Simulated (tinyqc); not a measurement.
Sp3 tight binding, zinc-blende lattice, step by step. One step of it, computed by the program tinyqc.

Problem. Bloch Hamiltonian at k. Slater-Koster rules over the four bonds with direction cosines (l, m, n): ss V_ss; s-px l V_sp; px-s -l V_sp; px-px l^2 V_pps + (1 - l^2) V_ppp; px-py l m (V_pps - V_ppp); each times exp(i k.d).

Parameters chosen for this model: zinc-blende lattice, anion at 0, cation at a/4 (1,1,1); V = eta hbar^2 / (m d^2), hbar^2/m = 7.619964 eV angstrom^2:
```
parameter          value      unit
a               4.300000  angstrom
d               1.861955  angstrom
Es anion      -15.960000        eV
Ep anion       -5.850000        eV
Es cation     -15.960000        eV
Ep cation      -5.850000        eV
eta ss         -1.320000
eta sp          1.420000
eta pp sigma    2.220000
eta pp pi      -0.630000
V ss           -2.901273        eV
V sp            3.121067        eV
V pp sigma      4.879414        eV
V pp pi        -1.384699        eV
```

k point k (2 pi / a): 0.710000  -0.740000  -0.410000

Give: H(k) at k.

Solution.

H(k) at k (eV):
```
                  a s            a px             a py             a pz
a s          -15.9600          0.0000           0.0000           0.0000
a px           0.0000         -5.8500           0.0000           0.0000
a py           0.0000          0.0000          -5.8500           0.0000
a pz           0.0000          0.0000           0.0000          -5.8500
c s   -1.6215-5.7428i  1.7473+2.0557i  -1.5435-2.3272i  -4.7505-0.7561i
c px  -1.7473-2.0557i  0.3931+1.3922i   5.5047+0.8762i   1.7885+2.6967i
c py   1.5435+2.3272i  5.5047+0.8762i   0.3931+1.3922i  -2.0248-2.3821i
c pz   4.7505+0.7561i  1.7885+2.6967i  -2.0248-2.3821i   0.3931+1.3922i

                  c s             c px             c py             c pz
a s   -1.6215+5.7428i  -1.7473+2.0557i   1.5435-2.3272i   4.7505-0.7561i
a px   1.7473-2.0557i   0.3931-1.3922i   5.5047-0.8762i   1.7885-2.6967i
a py  -1.5435+2.3272i   5.5047-0.8762i   0.3931-1.3922i  -2.0248+2.3821i
a pz  -4.7505+0.7561i   1.7885-2.6967i  -2.0248+2.3821i   0.3931-1.3922i
c s          -15.9600           0.0000           0.0000           0.0000
c px           0.0000          -5.8500           0.0000           0.0000
c py           0.0000           0.0000          -5.8500           0.0000
c pz           0.0000           0.0000           0.0000          -5.8500
```
